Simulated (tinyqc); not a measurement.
# Resistance of a source-drain extension with a graded tip: two studies

y runs along the channel, the gate covers y > 0. The doping is N0 for y < y0 and N0 10^(-(y - y0)/la) beyond, uniform over the depth xj. Sheet conductance s(y) = q mu(N) max(N - Nch, 0) xj + (for y > 0) ma Cox Vo, with mu(N) = u0 + (u1 - u0)/(1 + (N/Nr)^au) and Cox = eps0 eox/tox. Current is taken as one-dimensional; depletion of the tip, spreading and the contact are left out. The metallurgical junction lies at yj, where N = Nch.

Inputs (values chosen for the exercise); mobility law close to that of holes in silicon:
```
symbol,value,unit,meaning
eox,3.9,,relative permittivity of the gate insulator (close to silicon dioxide)
tox,1.2,nm,insulator thickness
N0,1.1e20,cm^-3,active doping of the extension far from the gate
la,5.7,nm/decade,lateral abruptness
y0,-0.5,nm,position under the gate where the fall begins (gate edge at 0)
xj,25,nm,depth of the extension
Nch,2.6e18,cm^-3,channel doping
Ls,14,nm,spacer length
Vo,0.39,V,gate overdrive
ma,88,cm^2/(V s),mobility of the gate-induced layer
u1,470.5,cm^2/(V s),mobility at low doping
u0,44.9,cm^2/(V s),mobility at high doping
Nr,2.23e17,cm^-3,reference doping
au,0.719,,exponent
Lg,50,nm,gate length
```

Constants: q = 1.602176634e-19 C, eps0 = 8.8541878128e-14 F/cm where lengths are in cm. Results are converted to the units shown.

Each table varies one quantity; the others keep the values above.

## Abruptness at a fixed junction position

R_spacer = integral of dy/s from -Ls to 0, R_ov from 0 to yj, R_channel = (Lg - 2 yj)/(ma Cox Vo), R_total = 2 R_spacer + 2 R_ov + R_channel. Electrical length L_eff = ma Cox dR_total/d(1/Vo); R_series = R_total - L_eff/(ma Cox Vo). y0 is moved with la so that yj stays at 8.7706 nm.

The same in every row: yj (nm) = 8.771; R_channel (ohm um) = 328.7.

Results:
```
la (nm/decade)  R_spacer (ohm um)  R_ov (ohm um)  R_total (ohm um)  L_eff (nm)  R_series (ohm um)
1                           6.539          8.108             358.0       32.97              24.12
2.3                         6.539          13.56             368.9       33.59              28.75
3.6                         6.539          19.01             379.8       34.21              33.38
4.9                         6.539          24.46             390.7       34.83              38.01
6.1                         6.667          29.37             400.7       35.40              42.33
8.7                         9.338          38.00             423.3       36.56              53.11
10                          11.87          41.42             435.3       37.10              59.57
```

Estimate the missing row, la = 7.4 nm/decade.

Computed row:
```
la (nm/decade)  R_spacer (ohm um)  R_ov (ohm um)  R_total (ohm um)  L_eff (nm)  R_series (ohm um)
7.4                         7.579          34.02             411.9       35.99              47.41
```

With this row back in the table: As la goes from 1 to 10 nm/decade, R_total rises from 358 to 435 ohm um, R_spacer rises from 6.54 to 11.9 ohm um and R_ov rises from 8.11 to 41.4 ohm um. R_total changes on average by 8.59 ohm um for each nm/decade. L_eff exceeds the metallurgical length by 0.510 nm in the first row and 4.64 nm in the last, since the gate also controls the lightly doped tips.

## Effect of the active doping of the extension far from the gate

Same model as above.

Effect of the active doping of the extension far from the gate:
```
N0 (cm^-3)  yj (nm)  R_spacer (ohm um)  R_ov (ohm um)  R_channel (ohm um)  R_total (ohm um)  L_eff (nm)  R_series (ohm um)
2e19          4.551              33.03          22.68               414.1             525.5       43.51              84.99
3.1e19        5.635              21.74          24.73               392.2             485.1       41.41              65.76
4.7e19        6.666              14.69          26.11               371.3             452.9       39.39              54.04
7.2e19        7.721              9.819          27.10               349.9             423.8       37.30              46.10
1.1e20        8.771              6.563          27.79               328.7             397.4       35.21              40.87
1.7e20        9.848              4.323          28.26               306.8             372.0       33.06              37.30
2.6e20        10.90              2.867          28.58               285.5             348.4       30.95              35.00
4e20          11.97              1.885          28.79               263.9             325.3       28.82              33.45
```

As N0 goes from 2e19 to 4e20, R_total falls from 526 to 325 ohm um, L_eff falls from 43.5 to 28.8 nm and R_series falls from 85.0 to 33.4 ohm um.

Computed by the program tinyqc: `OMP_NUM_THREADS=1 python tinyqc.py 2282276 2282277 out.jsonl`, one thread of a shared Intel Xeon 2.30GHz, about 0.04 s for the whole run.
